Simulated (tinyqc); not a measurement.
# Scale length and length offset from two DIBL values

Question. DIBL = exp(-Le/(2 l)) + 2 exp(-Le/l) with Le = L - dL. Find l, dL and the drawn length for a DIBL of 100 mV/V.

DIBL at drawn lengths 28 and 40 nm (mV/V): [134.03246, 43.692119]

Solution. With e = exp(-Le/(2 l)), 2 e^2 + e = DIBL gives e and so Le/l at each length; Le/l is a straight line in L with slope 1/l.

l = 6.00 nm
dL = 1.50 nm
length for 100 mV/V = 31.0 nm

Numbers from tinyqc (`OMP_NUM_THREADS=1 python tinyqc.py 2002127 2002128 out.jsonl`; about 0.01 s on one thread of a shared Intel Xeon 2.30GHz).
